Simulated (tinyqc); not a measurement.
Double-gate transistor, scale length and short-channel effects: one step of the calculation.

A body of thickness ts between two insulators of thickness ti and two tied gates. Below threshold the potential that source and drain add obeys Laplace's equation and vanishes on the gate. Its lowest mode decays along the channel as exp(-k y); k is the smallest positive root of the matching condition at the interface, and the scale length is Lambda = pi/k.

Task. Scan of the matching condition. f(k) = ei cos(k ti) cos(k ts/2) - eps_r sin(k ti) sin(k ts/2).

Inputs (values chosen for the exercise); permittivities: semiconductor made up, insulator close to that of silicon nitride:
- eps_r = 20.1 (relative permittivity of the semiconductor)
- ei = 7.49 (relative permittivity of the insulator)
- ti = 2.3 nm (insulator thickness)
- ts = 13.5 nm (body thickness)

k, point 0 to 7 (1/nm): 0.02  0.04  0.06  0.08  0.1  0.12  0.14  0.16

Find: f(k).

Result.

f(k), point 0 to 7: 7.2896  6.6956  5.7292  4.4250  2.8300  1.0017  -0.9938  -3.0835

The first change of sign lies between k = 0.12 and 0.14 1/nm.

tinyqc, about 0.01 s, one thread, Intel Xeon 2.30GHz (shared host): `OMP_NUM_THREADS=1 python tinyqc.py 2420062 2420063 out.jsonl`
